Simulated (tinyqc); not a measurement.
Valley-orbit splitting of a donor ground state, with strain: one step, computed by the program tinyqc.

The basis is the 1s envelope in each valley; energies are counted from the unstrained conduction-band edge. The strain is e_s (a a^T - 1/3) for the unit stress axis a, so valley j along n_j moves by Xi_u e_s w_j with w_j = (n_j.a)^2 - 1/3: +2/3 for [111], -2/9 for the others.

Question. Populations and ionisation. H_jj = -(E_0 + Lambda) + Xi_u e_s w_j; H_jk = -Delta_1 between any two valleys. z = sum over levels of exp(-(E - E_ground)/k_B T), the ground-state share being 1/z; N_c = 2 (2 pi m_e k_B T/h^2)^(3/2) sum_j exp(-(shift_j - lowest shift)/k_B T); n1 = N_c/(2 z) exp(-binding/k_B T), binding = lowest shift - E_ground; without compensation n = 2 N_D/(1 + sqrt(1 + 4 N_D/n1)) (Boltzmann statistics; p and higher states left out).

Inputs (values chosen for the exercise, modelled on donors in germanium):
```
quantity                                    value   unit
single-valley binding energy E_0             9.98    meV
central-cell shift Lambda                    0.91    meV
coupling Delta_1                             0.15    meV
shear deformation potential Xi_u             16.3     eV
shear strain e_s                          0.00021      -
temperature T                                  77      K
donor density N_D                         2.2e+15  cm^-3
density-of-states mass of one valley m_e    0.214    m_0
```

Valleys: four along <111>. Stress axis: [111].

Constants: k_B = 8.617333262e-05 eV/K; m_0 = 9.1093837015e-31 kg; k_B = 1.380649e-23 J/K; h = 6.62607015e-34 J s.

Give: partition sum z; share of neutral donors in the ground state; N_c; n1; free electrons n.

Answer.

partition sum z = 3.4638

share of neutral donors in the ground state = 0.28870

N_c = 1.1733e+18 cm^-3

n1 = 3.1269e+16 cm^-3

free electrons n = 2.0638e+15 cm^-3

Caution: k_B T exceeds a third of E_0, so the p and higher states, left out, hold part of the bound electrons.
